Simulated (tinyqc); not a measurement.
Inside a calculation. Model: X-ray reflectivity of a thin film on silicon: critical angles, Parratt recursion, fringes and roughness. Computed by tinyqc, a small Python program that keeps every step. Command: `OMP_NUM_THREADS=1 python tinyqc.py 3120161 3120162 out.jsonl xrr walk`. One thread of a shared host (Intel(R) Xeon(R) Processor @ 2.30GHz), about 0.01 s of CPU time with the checks. Intermediate numbers are printed to about 6 digits and carried at full precision; extremes and crossings named in words are read from the listed rows.

n = 1 - delta + i beta; the classical electron radius is r_e = 2.8179403e-6 nm. Layer 0 is vacuum, 1 the film, 2 the substrate.

Inputs (values chosen for the exercise, modelled on ruthenium on silicon, copper K-alpha radiation):
```
quantity                                        value     unit
wavelength lambda                             0.15406       nm
film density rho                                 12.7   g/cm^3
effective electrons per unit mass, film         0.432    mol/g
beta/delta, film                                0.079        -
film thickness d                                 35.9       nm
roughness of the surface sigma_1                 0.34       nm
roughness of the interface sigma_2               0.43       nm
substrate density                                2.33   g/cm^3
effective electrons per unit mass, substrate    0.507    mol/g
beta/delta, substrate                           0.023        -
grazing angle theta                             0.703  degrees
```

Constants: N_A = 6.02214076e+23 1/mol.

## Optical constants

delta = r_e lambda^2 rho_e/(2 pi), rho_e = density x electrons per mass x N_A; critical angle sqrt(2 delta), q_c = 4 sqrt(pi r_e rho_e).

Constants:
```
layer      rho_e (1/nm^3)        delta         beta  critical angle (degrees)  q_c (1/nm)
film              3303.99  3.51698e-05  2.77842e-06                  0.480532    0.684101
substrate          711.40  7.57263e-06  1.74170e-07                  0.222977    0.317437
```

The film is denser in electrons than the substrate, and thick enough to set the edge of total reflection.

## Critical angle of the film

The formulas are those given above.

critical angle of the film = 0.480532 degrees

## Reflectivity at one angle

k_j = (2 pi/lambda) sqrt(sin^2 theta - 2 delta_j + 2 i beta_j); r_ij = (k_i - k_j)/(k_i + k_j) x exp(-2 k_i k_j sigma^2) (Nevot-Croce); r = (r_01 + r_12 p)/(1 + r_01 r_12 p), p = exp(2 i k_1 d); R = |r|^2.

k_0, k_1, k_2 (1/nm): 0.500394  0.365452+0.012646i  0.474555+0.000610i

1000 r_01 = 149.137-16.397i

1000 r_12 = -121.537+15.636i

p = 0.180534+0.360684i

reflectivity R = 0.0182455

q = 4 pi sin(theta)/lambda = 1.00079 1/nm

## Fringe period, contrast and decay

Far above the critical angle the period is d theta = lambda/(2 d), or 2 pi/d in q; the envelope runs between (|r_01| - |r_12 p|)^2 and (|r_01| + |r_12 p|)^2; contrast = 2 a b/(a^2 + b^2) with a = |r_01|, b = |r_12 p|; roughness factors on the amplitudes are about exp(-q^2 sigma^2/2).

period in theta = 0.122939 degrees

period in q = 0.175019 1/nm

contrast = 0.594346

roughness factor, surface = 0.943753

roughness factor, interface = 0.911562

## Thickness from the minima

Minima of R theta^4 are located on 6001 points over 7.5 periods, from 1.15 times the larger critical angle. With refraction, sin^2(theta_m) = 2 delta + m^2 (lambda/(2 d))^2, m integer or half-integer; the first six minima are used, and the first order is the one that minimises the largest residual of the least-squares line plus the distance of its intercept from 2 delta. Without refraction, d = lambda/(2 x mean step of sin theta).

Minima:
```
order m  theta (degrees)  sin^2 theta
3                0.60686  1.12180e-04
4                0.68831  1.44310e-04
5                0.78082  1.85706e-04
6                0.88086  2.36337e-04
7                0.98612  2.96193e-04
8                1.09508  3.65252e-04
```

d with refraction = 35.9080 nm

d without refraction = 45.2050 nm

Against d = 35.9 nm the errors are +0.02 % with and +25.92 % without refraction. The orders are integers, as r_01 and r_12 have opposite signs for a film denser than the substrate.

## Which roughness does what

R is averaged over one period above each angle (64 points); contrast = (max - min)/(max + min) of R theta^4 over that period. Cases: smooth; only sigma_1; only sigma_2; both.

Mean R and contrast:
```
theta (degrees)     R smooth  contrast   R, sigma_1  contrast, sigma_1   R, sigma_2  contrast, sigma_2      R, both  contrast, both
0.8              1.11649e-02  0.730093  9.96117e-03           0.770619  1.08107e-02           0.675002  9.60778e-03        0.716224
1.2              1.86724e-03  0.840361  1.43543e-03           0.920493  1.71252e-03           0.699142  1.27604e-03        0.796759
1.8              4.12375e-04  0.891308  2.50712e-04           0.996693  3.34550e-04           0.586314  1.71701e-04        0.793700
2.5              1.13160e-04  0.915045  5.13104e-05           0.956500  8.32232e-05           0.388038  2.06101e-05        0.699396
3.5              3.19216e-05  0.935091  1.14765e-05           0.591133  2.15272e-05           0.130038  1.25957e-06        0.563276
```

At 2.5 degrees sigma_1 alone multiplies the mean R by 0.45 and sigma_2 alone by 0.74; the contrast goes from 0.92 (smooth) to 0.96 and 0.39.

Checks made by the program: smooth bare substrate far above q_c against (q_c/2q)^4 (relative difference 1e-03).
